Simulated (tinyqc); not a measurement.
Width of the well: polar nitride quantum well with polarisation fields.

Growth along [0001]. e_par = (a_sub - a)/a, Ppz = 2 e_par (e31 - e33 C13/C33), P = Psp + Ppz in each layer; strain relaxation and the strain shift of the gaps are left out, although thick layers with more than about 1 % mismatch would relax.

In a periodic stack without free charge the potential drop over a period vanishes: F_w = (P_b - P_w) Lb/(eps0 (eps_w Lb + eps_b Lw)), F_b = -F_w Lw/Lb, eps0 = 8.8541878e-12 F/m; 1 MV/cm = 1e8 V/m = 0.01 V/angstrom.

Envelope functions on cells of 0.25 angstrom over barrier, well, barrier (widths Lb, Lw, Lb), psi = 0 beyond, psi'/m continuous (mean mass between points), c = hbar^2/2m0. With u(z) the integral of e F (F_w in the well, F_b = -F_w Lw/Lb in the barriers, 1 MV/cm = 0.01 V/angstrom), zero at the centre of the well, the electron sees u plus Vc in the barriers and the hole -u plus Vv. The transition is Eg + E_e + E_h; excitons are left out.

Constants: hbar^2/2m0 = 3.80998211 eV angstrom^2; hc = 1239.841984 eV nm.

Values chosen for the exercise (near those of an InGaN well in GaN; shifted at random, so the results belong to these values and not to a real crystal):
- a_w = 3.282 angstrom (lattice constant a, well)
- a_b = 3.189 angstrom (lattice constant a, barrier)
- a_sub = 3.189 angstrom (in-plane lattice constant of the stack)
- Psp_w = -0.0285 C/m^2 (spontaneous polarisation)
- Psp_b = -0.035 C/m^2 (spontaneous polarisation)
- e31_w = -0.363 C/m^2
- e31_b = -0.343 C/m^2
- e33_w = 0.69 C/m^2
- e33_b = 0.657 C/m^2
- C_w = 0.289 (C13/C33)
- C_b = 0.265 (C13/C33)
- eps_w = 11.5 (dielectric constant)
- eps_b = 10.3 (dielectric constant)
- Lb = 65 angstrom (barrier width)
- Eg = 2.456 eV (gap of the well)
- Vc = 0.669 eV (conduction offset)
- Vv = 0.315 eV (valence offset)
- me = 0.166 m0 (electron, well)
- meb = 0.2 m0 (electron, barrier)
- mh = 1.43 m0 (hole, everywhere)
- Ls = (10, 14, 20, 28, 38, 50) angstrom (well widths)

Field, levels and overlap anew for each width.

Results:

| Lw (angstrom) | F_w (MV/cm) | E (eV) | E without field (eV) | overlap^2 | ln overlap^2 |
|---|---|---|---|---|---|
| 10 | -3.312 | 2.8954 | 2.9484 | 0.689 | -0.37 |
| 14 | -3.159 | 2.7256 | 2.8180 | 0.558 | -0.58 |
| 20 | -2.954 | 2.5293 | 2.6989 | 0.309 | -1.18 |
| 28 | -2.719 | 2.3246 | 2.6127 | 0.0952 | -2.35 |
| 38 | -2.473 | 2.1165 | 2.5566 | 0.0135 | -4.31 |
| 50 | -2.231 | 1.9106 | 2.5215 | 0.000767 | -7.17 |

The red shift grows from 53 to 611 meV. The line drops below Eg between 20 and 28 angstrom, which a square well can never do. Over the last two rows dE/dLw = -17.2 meV per angstrom, against -|e F_w| = -22.3 in the last row; the field itself weakens by 33 % over the table, since a wider well shares the drop with the barrier. The overlap falls by a factor 898.

Program tinyqc; command `OMP_NUM_THREADS=1 python tinyqc.py 1251158 1251159 out.jsonl`; about 0.04 s on one thread of a shared Intel(R) Xeon(R) Processor @ 2.30GHz.
